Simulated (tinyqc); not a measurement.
Inverse iteration on a symmetric matrix, step by step. One step of it, computed by the program tinyqc.

Task: Step 1. solve (A - shift) w = v; v' = w/|w| with its largest component positive (the first on a tie); lambda = v'^T A v'.

A, lower triangle:
```
,1,2,3
1,0.018000
2,0.910000,3.935000
3,-0.833000,0.094000,5.015000
```

vector v at the start: 0.577350  0.577350  0.577350

shift = -0.360000

Give: vector after step 1; Rayleigh quotient after step 1.

Result:

vector after step 1: 0.9669  -0.1965  0.1628

Rayleigh quotient after step 1 = -0.3124
